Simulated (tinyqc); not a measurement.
From results back to parameters: donors with valley-orbit split 1s states. Four cases, with inputs chosen for the exercise.

Problem. The electron density is given and ND is hidden.

Each donor binds at most one electron, in any of its states. For a site s, W_s = sum over its states of g exp(E/kT), and the ionised share is 1/(1 + W_s exp(eta)), eta = (EF - Ec)/kT; n = Nc F_1/2(eta); neutrality n + NA = ND x (mean ionised share); holes are neglected. Nc from N = 2 (m kB T/(4 pi c))^(3/2) with c = hbar^2/2m0, in 1/angstrom^3; times 1e24 for 1/cm^3, m = md. F_j(eta) = (1/Gamma(j + 1)) integral_0^infinity x^j dx/(1 + exp(x - eta)), which tends to exp(eta) for eta << 0.

Constants: hbar^2/2m0 = 3.80998211 eV angstrom^2; kB = 8.617333262e-05 eV/K.

Find: eta; mean ionised share; ND.

Method. n/Nc gives eta, eta and W_s give the ionised share, and ND = (n + NA)/share.

Case 1.

Values chosen (near those of P in Si; not measured data): md = 1.061 m0 (density-of-states mass of the conduction band); E = (46.5, 34.8, 33.8) meV (binding energies of 1s(A1), 1s(T2), 1s(E)); g = (2, 6, 4) (their degeneracies with spin); T = 350 K; NA = 0 1/cm^3 (compensating acceptors, all ionised).

n = 1.5970e+15 1/cm^3

Solution.

eta = -9.982
mean ionised share = 0.998
ND = 1.6e+15 1/cm^3

Case 2.

Values chosen (near those of As in Si; not measured data): md = 1.067 m0 (density-of-states mass of the conduction band); E = (55.5, 34, 32.2) meV (binding energies of 1s(A1), 1s(T2), 1s(E)); g = (2, 6, 4) (their degeneracies with spin); T = 300 K; NA = 7e+14 1/cm^3 (compensating acceptors, all ionised).

n = 7.0933e+15 1/cm^3

Solution.

eta = -8.268
mean ionised share = 0.986
ND = 7.9e+15 1/cm^3

Case 3.

Values chosen (near those of Sb in Si; not measured data): md = 1.049 m0 (density-of-states mass of the conduction band); E = (42.5, 32.3, 30.3) meV (binding energies of 1s(A1), 1s(T2), 1s(E)); g = (2, 6, 4) (their degeneracies with spin); T = 250 K; NA = 3.2e+17 1/cm^3 (compensating acceptors, all ionised).

n = 2.2166e+17 1/cm^3

Solution.

eta = -4.524
mean ionised share = 0.616
ND = 8.8e+17 1/cm^3

Case 4.

Values chosen (near those of Sb in Si; not measured data): md = 1.041 m0 (density-of-states mass of the conduction band); E = (41.8, 31.7, 29.1) meV (binding energies of 1s(A1), 1s(T2), 1s(E)); g = (2, 6, 4) (their degeneracies with spin); T = 200 K; NA = 0 1/cm^3 (compensating acceptors, all ionised).

n = 2.4596e+17 1/cm^3

Solution.

eta = -4.071
mean ionised share = 0.417
ND = 5.9e+17 1/cm^3

Computed by tinyqc, one run a case: `OMP_NUM_THREADS=1 python tinyqc.py N N+1 out.jsonl` with N = 1652736, 1680001, 1680037, 1680046; one thread of a shared Intel(R) Xeon(R) Processor @ 2.30GHz, about 0.01 s a run at most.
